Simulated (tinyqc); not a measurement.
Worked calculation: ellipsoidal valleys in the axes of a wafer and a channel. Values are carried at full precision from step to step, so a last printed digit may differ when a step is redone from the rounded ones.

Valleys with axes a along x, y and z, one whole valley each; inverse mass tensor w = 1/mt + (1/ml - 1/mt) a a. Device axes: z = nz/|nz|, x = nx/|nx|, y = z cross x; in them a = (ax, ay, az). Confinement mass mz = 1/w_zz. In the plane w_ij is replaced by u_ij = w_ij - w_iz w_jz/w_zz (i, j = x, y); density-of-states mass md = 1/sqrt(det u); conductivity mass along x mc = 1/u_xx; ballistic transport mass mx = u_yy/det u, width mass my = 1/u_yy.

Constants: hbar^2/2m0 = 3.80998211 eV angstrom^2; kB = 8.617333262e-05 eV/K.

Values chosen for the exercise (near those of the X valleys of AlAs; not measured data): ml = 1.099 m0 (longitudinal mass); mt = 0.195 m0 (transverse mass); nz = (1, 1, 3) (surface normal (confinement)); nx = (1, -1, 0) (channel direction); t = 6.7 nm (thickness of the film); T = 300 K (temperature).

## Device axes and valley axes

Give the rows x, y, z in cubic components and each valley axis in device components.

device axes:
```
    [100]    [010]    [001]
x  0.7071  -0.7071   0.0000
y  0.6396   0.6396  -0.4264
z  0.3015   0.3015   0.9045
```

valley axes:
```
        ax       ay      az
x   0.7071   0.6396  0.3015
y  -0.7071   0.6396  0.3015
z   0.0000  -0.4264  0.9045
```

## Tensors of the valley y

Form w and the reduced tensor u.

w (1/m0):
```
        x        y        z
x  3.0191   1.9078   0.8993
y  1.9078   3.4025  -0.8135
z  0.8993  -0.8135   4.7447
```

u (1/m0):
```
        x       y
x  2.8486  2.0620
y  2.0620  3.2631
```

The axis is tilted against the normal, so w_xz or w_yz is not zero and the reduction changes the masses in the plane.

## Masses of all valleys

Give mz, md, mc, mx and my.

Masses (m0):

| valley | mz | md | mc | mx | my |
|---|---|---|---|---|---|
| x | 0.2108 | 0.4453 | 0.3511 | 0.6470 | 0.3065 |
| y | 0.2108 | 0.4453 | 0.3511 | 0.6470 | 0.3065 |
| z | 0.5963 | 0.2647 | 0.1950 | 0.1950 | 0.3594 |

mz md^2 = ml mt^2 = 0.04179 for every valley, so a heavy confinement mass comes with a small density of states. The heaviest mz is 0.596, for z.

## Subbands and shares in a film

Hard walls: E_n = c (n pi/t)^2/mz, c = hbar^2/2m0, n = 1, 2, 3. Non-degenerate share of a valley proportional to md sum_n exp(-E_n/kT); mean 1/mc = sum of share/mc. 1 nm = 10 angstrom.

Give the ladders, the shares and the mean conductivity mass.

Subbands:

| valley | E1 (meV) | E2 (meV) | E3 (meV) | share |
|---|---|---|---|---|
| x | 39.7 | 159.0 | 357.7 | 0.255 |
| y | 39.7 | 159.0 | 357.7 | 0.255 |
| z | 14.0 | 56.2 | 126.4 | 0.490 |

mean mc = 0.2521 m0

The lowest ladder (z) holds 49 % of the electrons in these valleys, the next starts 26 meV higher.

## Checks

- mz md^2 against ml mt^2: they agree to 1e-10 or better.
- mx my against md^2: they agree to 1e-10 or better.

(tinyqc, `OMP_NUM_THREADS=1 python tinyqc.py 1880246 1880247 out.jsonl`, Intel(R) Xeon(R) Processor @ 2.30GHz, 1 thread, shared host, about 0.01 s.)
